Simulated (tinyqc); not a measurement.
Round or elliptic silicon nanowire with anisotropic valleys (Ritz method): one step. Stretching the ellipse. Three cases, with inputs chosen for the exercise.

Problem. Scaling y by 1/sqrt(w_y) and z by 1/sqrt(w_z) makes the mass 1 and the semi-axes A = a/sqrt(w_y), B = b/sqrt(w_z). List them with the one-function estimate 3c (1/A^2 + 1/B^2) and the slender limit c (pi/2s)^2 (1 + 2s/(pi l)), s and l the smaller and larger of A, B; c = hbar^2/2m0.

Wire along x = [100] on a (001) wafer, y = [010], z = [001]. Valley groups, two valleys each (w = inverse masses): A, axis along z: w_y = 1/mt, w_z = 1/ml, m_x = mt; B, axis along y: w_y = 1/ml, w_z = 1/mt, m_x = mt; C, axis along x: w_y = w_z = 1/mt, m_x = ml.

Constants: hbar^2/2m0 = 3.80998211 eV angstrom^2.

Case 1.

Values chosen (near those of a Si nanowire; the results hold for these values, not for the real material): ml = 0.934 m0 (longitudinal mass); mt = 0.19 m0 (transverse mass); a = 29 angstrom (semi-axis along y); b = 29 angstrom (semi-axis along z).

Case 2.

Values chosen (near those of a Si nanowire; the results hold for these values, not for the real material): ml = 0.901 m0 (longitudinal mass); mt = 0.191 m0 (transverse mass); a = 38 angstrom (semi-axis along y); b = 44 angstrom (semi-axis along z).

Case 3.

Values chosen (near those of a Si nanowire; the results hold for these values, not for the real material): ml = 0.918 m0 (longitudinal mass); mt = 0.188 m0 (transverse mass); a = 38 angstrom (semi-axis along y); b = 38 angstrom (semi-axis along z).

Give: Groups.

Solution.

Case 1.

Groups:
```
group,g,A,B,axis ratio,one function (eV),slender limit (eV)
A,2,12.64,28.03,2.217,0.0861,0.0757
B,2,28.03,12.64,2.217,0.0861,0.0757
C,2,12.64,12.64,1.000,0.1431,0.0963
```

Case 2.

Groups:
```
group,g,A,B,axis ratio,one function (eV),slender limit (eV)
A,2,16.61,41.77,2.515,0.0480,0.0427
B,2,36.07,19.23,1.876,0.0397,0.0341
C,2,16.61,19.23,1.158,0.0724,0.0528
```

Case 3.

Groups:
```
group,g,A,B,axis ratio,one function (eV),slender limit (eV)
A,2,16.48,36.41,2.210,0.0507,0.0446
B,2,36.41,16.48,2.210,0.0507,0.0446
C,2,16.48,16.48,1.000,0.0842,0.0567
```

The one-function value suits axis ratios near 1 and the slender limit ratios well above 2.

Computed by tinyqc, one run a case: `OMP_NUM_THREADS=1 python tinyqc.py N N+1 out.jsonl` with N = 1252331, 1252462, 1280217; one thread of a shared Intel(R) Xeon(R) Processor @ 2.30GHz, about 0.07 s a run at most.
